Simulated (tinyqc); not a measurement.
# Worked calculation: MOSFET in saturation, small-signal circuit and noise

Computed by the program tinyqc: `OMP_NUM_THREADS=1 python tinyqc.py 2150067 2150068 out.jsonl`, one thread of a shared Intel Xeon 2.30GHz, about 0.01 s for the whole run. Printed values are rounded.

Bias by the inversion coefficient IC = I/Ispec (charge-based model with velocity saturation; weak inversion below 0.1, strong above 10). Common-source circuit: gm, gds, Cgs, Cgd and Cj at the inner nodes, Rg in series with the gate; quasi-static, no source or drain resistance, no gate-body capacitance, no substrate network, no induced gate noise, so fmax is an upper estimate.

Inputs (values chosen for the exercise): temperature T = 293 K; gate length L = 90 nm; total gate width W = 10 um; gate capacitance Cox = 1.95 uF/cm^2; mobility mu = 160 cm^2/(V s); slope factor n = 1.15; velocity-saturation length Ls = 25 nm; ratio gds/gm sg = 0.036; overlap and fringe capacitance per side Cov = 0.39 fF/um; drain junction capacitance Cj = 0.78 fF/um; sheet resistance of the gate Rsh = 15 ohm; finger width Wf = 0.5 um; gate contact and vertical resistance Rc = 200 ohm um; inversion coefficient IC = 1.7; short-channel excess of the noise factor gw = 0.13; oxide trap density Nt = 4.9e17 cm^-3 eV^-1; tunnelling length into the oxide lt = 0.1 nm; Coulomb scattering coefficient ac = 3000 V s/C; signal frequency f = 3 GHz.

Constants: q = 1.602176634e-19 C, kB = 1.380649e-23 J/K, Vt = kB T/q. Results are converted to the units shown.

Range of the model: fmax exceeds 4 fT, where channel resistance and substrate losses, left out here, would cap it.

## Current, transconductance and gain

Ispec = 2 n mu Cox (W/L) Vt^2, lc = Ls/L, gms = [sqrt((lc IC + 1)^2 + 4 IC) - 1]/[2 + lc (lc IC + 1)], gm = gms Ispec/(n Vt), gds = sg gm.

Ispec = 50.8301 uA
I = 86.4112 uA
gms = 0.827982
gm = 1.44945 mS
gds = 0.0521802 mS
gm/I = 16.7739 1/V

gm/I is 48.7 % of its weak-inversion limit 1/(n Vt); without velocity saturation (lc = 0) gms would be 0.896.

## Capacitances, gate resistance and cut-off frequencies

qs = [sqrt(1 + 4 IC) - 1]/2, Cgs = Cox W L qs (2 qs + 3)/(3 (qs + 1)^2) + Cov W, Cgd = Cov W, Cd = Cj W, Rg = Rsh (Wf/L)/(12 Nf) + Rc/W with Nf = W/Wf fingers (not rounded) contacted at both ends. fT = gm/(2 pi (Cgs + Cgd)), fmax = fT/(2 sqrt(Rg (gds + 2 pi fT Cgd))).

Cgs = 10.8886 fF
Cgd = 3.9 fF
Cd = 7.8 fF
Rg = 20.3472 ohm
fT = 15.5990 GHz
fmax = 82.9576 GHz

Overlap and fringe make up 52.7 % of the gate capacitance; fmax is 5.32 times fT.

## Admittance matrix

Inner admittances at w = 2 pi f: y11 = i w (Cgs + Cgd), y12 = -i w Cgd, y21 = gm - i w Cgd, y22 = gds + i w (Cgd + Cd). Invert to Z, add Rg to Z11 and invert back to Y.

inner y (mS):
```
                  1                 2
1  0.00000+0.27876i  0.00000-0.07351i
2  1.44945-0.07351i  0.05218+0.22054i
```

Y with Rg (mS):
```
                  1                  2
1  0.00158+0.27875i  -0.00042-0.07351i
2  1.44899-0.08173i   0.05230+0.22271i
```

## Current gain and unilateral power gain

|h21| = |Y21/Y11|; U = |Y21 - Y12|^2/(4 [Re Y11 Re Y22 - Re Y12 Re Y21]). Extrapolated at 20 dB a decade: f |h21| and f sqrt(U).

|h21| = 5.20634
U = 764.663
f |h21| = 15.6190 GHz
f sqrt(U) = 82.9576 GHz

f |h21| is 0.13 % above the formula for fT, and f sqrt(U) within 0.01 % of that for fmax.

## Noise at the gate

Channel noise Sid = 4 kB T gam n gm with gam = (1/2 + (2/3) qs)/(1 + qs) + gw lc IC, qs = [sqrt(1 + 4 IC) - 1]/2, lc = Ls/L (the last term an empirical rise with velocity saturation); at the gate, white noise Sw = Sid/gm^2 + 4 kB T Rg. Number fluctuation with correlated mobility: S(f) = K/f, K = q^2 Vt lt Nt/(W L Cox^2) (1 + ac mu Cox I/gm)^2, Vt in eV with Nt per eV. Corner fc = K/Sw. Full shot noise would be 2 q I.

gam = 0.640171
Sid = 1.72667e-23 A^2/Hz
Sid/(2 q I) = 0.623588
sqrt(Sw) = 2.92368 nV/Hz^0.5
K = 1.03445e-10 V^2
fc = 12.1018 MHz

The gate resistance gives 3.9 % of the white noise power.
